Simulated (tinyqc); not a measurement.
Changing the power per gate width P: self-heating of a transistor with one or more fingers, with temperature-dependent conductivity. Computed by tinyqc, a small Python program. Command: `OMP_NUM_THREADS=1 python tinyqc.py 3019454 3019455 out.jsonl selfheat sweep`. One thread of a shared host (Intel(R) Xeon(R) Processor @ 2.30GHz), about 0.08 s of CPU time with the checks.

N long parallel fingers lie on the top face of a slab whose bottom is held at T_0; the top is otherwise insulated, and heat flows in two dimensions. P in W/mm is 1000 P in W/m.

Inputs (values chosen for the exercise, modelled on diamond):
```
quantity,value,unit
conductivity at the base temperature kappa_0,1680,W/(m K)
exponent m in kappa ~ T^-m,1.16,-
base temperature T_0,323,K
fingers N,3,-
finger pitch s,56,micrometre
width of the heat source w,0.15,micrometre
substrate thickness t,99,micrometre
phonon free path Lambda,410,nm
```

Power: fixed power.

Method:
- A line source of power P on the top face raises the top at distance x by (P/(pi kappa_0)) g(x), g(x) = -ln tanh(pi x/(4 t)) (the image sum for the slab). On a strip of width w the centre sees the mean of g over the strip, g_0 = 1 + ln(8 t/(pi w)) for w much below t.
- theta_i = (P/(pi kappa_0)) [g_0 + sum over j != i of g(|i - j| s)], with equal powers and constant conductivity; thermal resistance = largest theta/P.
- Kirchhoff transformation for kappa = kappa_0 (T/T_0)^-m: T = T_0 [1 - (m - 1) theta/T_0]^(-1/(m - 1)), where theta is the linear rise.
- The bracket vanishes at the power P T_0/((m - 1) theta).

One run for each value:
```
power per gate width P (W/mm),true rise (K),true rise / linear rise,largest theta (K),peak temperature (K)
2.2,4.3,1.008,4.2,327.3
3.2,6.2,1.011,6.2,329.2
4.8,9.4,1.017,9.3,332.4
7.1,14.0,1.025,13.7,337.0
11.0,22.0,1.039,21.2,345.0
16.0,32.6,1.058,30.8,355.6
35.0,76.5,1.133,67.5,399.5
52.0,121.1,1.208,100.3,444.1
```

Give the missing row, power per gate width P (W/mm) = 23.0.

Computed row:
```
power per gate width P (W/mm)  true rise (K)  true rise / linear rise  largest theta (K)  peak temperature (K)
23.0                                    48.1                    1.085               44.3                 371.1
```

Interpolating between the two neighbouring rows (the first column on a logarithmic scale, the others too where they are positive) misses most in peak temperature (K), by 1.1 %. Over the rows, true rise (K) rises from 4.27 to 121 (exponent d ln y / d ln x 1.0 between the first rows and 1.2 between the last); true rise / linear rise rises from 1.01 to 1.21 (exponent d ln y / d ln x 0.0093 between the first rows and 0.16 between the last); largest theta (K) rises from 4.24 to 100 (exponent d ln y / d ln x about 1.0 throughout). At the low end the exponent of true rise is 1.01, close to 1: the linear regime. The hot zone conducts worse, so the rise outgrows the power: the ratio to the linear rise reaches 1.21 in the last row.

Caution (all rows): the source is narrower than two phonon free paths, so the Fourier result understates the rise at the source.

Extremes, crossings and ranges named in words are read from the listed rows.
